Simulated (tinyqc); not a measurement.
Worked calculation: RHF in the sto-3g basis, for H4, spin multiplicity 1. One step of it, computed by the program tinyqc.

Problem. Iteration 2: DIIS coefficients. Solve [B -1; -1 0][c; lambda] = [0; -1] for the coefficients, which sum to one.

B (overlaps of the stored error matrices):
```
[[1.1153110e+00, 3.8028331e-01],
 [3.8028331e-01, 1.7228734e-01]]
```

Give: DIIS coefficients.

Solution.

DIIS coefficients: [-0.3947, 1.3947]
